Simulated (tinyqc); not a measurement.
Averaged masses of warped heavy- and light-hole bands: one step. Density-of-states masses from three directions. Two cases, with inputs chosen for the exercise.

Question. m_d^(3/2) is the angular mean of m(u)^(3/2). The rule mean = (10 F[100] + 16 F[110] + 9 F[111])/35 is exact for cubic harmonics up to sixth order. Total m_d = (m_h^(3/2) + m_l^(3/2))^(2/3).

Four-band hole energies E = c k^2 f(u), c = hbar^2/2m0, f = g1 -/+ 2 sqrt(g2^2 + 3 (g3^2 - g2^2) s), s = ux^2 uy^2 + uy^2 uz^2 + uz^2 ux^2 for the unit vector u; minus for heavy, plus for light holes; the mass along u is 1/f.

Give: m^(3/2); m_d heavy, light; total; share of light holes.

Case 1.

Values chosen (out of a larger set: near those of Ge; not measured data):
- g1 = 13.21 (Luttinger gamma1)
- g2 = 4.18 (gamma2)
- g3 = 5.69 (gamma3)

Answer.

m^(3/2):
```
direction    heavy    light
[100]      0.09362  0.00998
[110]      0.25225  0.00855
[111]      0.40395  0.00820
```

m_d heavy, light (m0): [0.3925, 0.0428]

total = 0.4019 m0
share of light holes = 3.5 %

Case 2.

Values chosen (out of a larger set: near those of InSb; not measured data):
- g1 = 34.76 (Luttinger gamma1)
- g2 = 15.52 (gamma2)
- g3 = 16.52 (gamma3)

Answer.

m^(3/2):
```
direction    heavy    light
[100]      0.13938  0.00187
[110]      0.30469  0.00181
[111]      0.44331  0.00179
```

m_d heavy, light (m0): [0.4412, 0.0149]

total = 0.4431 m0
share of light holes = 0.6 %

Computed by tinyqc, one run a case: `OMP_NUM_THREADS=1 python tinyqc.py N N+1 out.jsonl` with N = 1080818, 1080986; one thread of a shared Intel(R) Xeon(R) Processor @ 2.30GHz, about 0.04 s a run at most.
